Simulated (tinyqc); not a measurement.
Averaged masses of warped heavy- and light-hole bands: one step. Effective density of states. Five cases, with inputs chosen for the exercise.

Problem. Nv = 2 (kT/(4 pi c))^(3/2) [m_h^(3/2) + m_l^(3/2) + mso^(3/2) exp(-Dso/kT)], c = hbar^2/2m0, parabolic bands, m_h and m_l the density-of-states masses from the grid; 1 angstrom^-3 = 1e24 cm^-3.

Constants: kB = 8.617333262e-05 eV/K; hbar^2/2m0 = 3.80998211 eV angstrom^2.

Case 1.

Values chosen (out of a larger set: near those of GaSb; not measured data): mso = 0.125 m0 (split-off mass); Dso = 0.724 eV (spin-orbit splitting); T = 300 K (temperature).

m_d heavy, light (m0): 0.492631  0.041246

Case 2.

Values chosen (out of a larger set: near those of InP; not measured data): mso = 0.213 m0 (split-off mass); Dso = 0.109 eV (spin-orbit splitting); T = 300 K (temperature).

m_d heavy, light (m0): 0.846031  0.112985

Case 3.

Values chosen (out of a larger set: near those of InSb; not measured data): mso = 0.107 m0 (split-off mass); Dso = 0.817 eV (spin-orbit splitting); T = 400 K (temperature).

m_d heavy, light (m0): 0.365127  0.014897

Case 4.

Values chosen (out of a larger set: near those of InP; not measured data): mso = 0.211 m0 (split-off mass); Dso = 0.111 eV (spin-orbit splitting); T = 300 K (temperature).

m_d heavy, light (m0): 0.820735  0.112698

Case 5.

Values chosen (out of a larger set: near those of Si; not measured data): mso = 0.235 m0 (split-off mass); Dso = 0.044 eV (spin-orbit splitting); T = 400 K (temperature).

m_d heavy, light (m0): 0.521538  0.155084

Give: prefactor; the three terms; Nv; shares.

Solution.

Case 1.

prefactor = 2.5094e+19 cm^-3

the three terms: 0.34577  0.00838  0.00000

Nv = 8.887e+18 cm^-3

shares (%): 97.6  2.4  0.0

kT/Dso = 0.04, small enough for the four-band form.

Case 2.

prefactor = 2.5094e+19 cm^-3

the three terms: 0.77818  0.03798  0.00145

Nv = 2.052e+19 cm^-3

shares (%): 95.2  4.6  0.2

kT/Dso = 0.24: thermal holes reach energies comparable with Dso, where the four-band form fails and the true Nv is larger.

Case 3.

prefactor = 3.8635e+19 cm^-3

the three terms: 0.22063  0.00182  0.00000

Nv = 8.594e+18 cm^-3

shares (%): 99.2  0.8  0.0

kT/Dso = 0.04, small enough for the four-band form.

Case 4.

prefactor = 2.5094e+19 cm^-3

the three terms: 0.74354  0.03783  0.00132

Nv = 1.964e+19 cm^-3

shares (%): 95.0  4.8  0.2

kT/Dso = 0.23: thermal holes reach energies comparable with Dso, where the four-band form fails and the true Nv is larger.

Case 5.

prefactor = 3.8635e+19 cm^-3

the three terms: 0.37664  0.06107  0.03179

Nv = 1.814e+19 cm^-3

shares (%): 80.2  13.0  6.8

kT/Dso = 0.78: thermal holes reach energies comparable with Dso, where the four-band form fails and the true Nv is larger.

Computed by tinyqc, one run a case: `OMP_NUM_THREADS=1 python tinyqc.py N N+1 out.jsonl` with N = 1050123, 1050271, 1050348, 1050738, 1050771; one thread of a shared Intel(R) Xeon(R) Processor @ 2.30GHz, about 0.03 s a run at most.
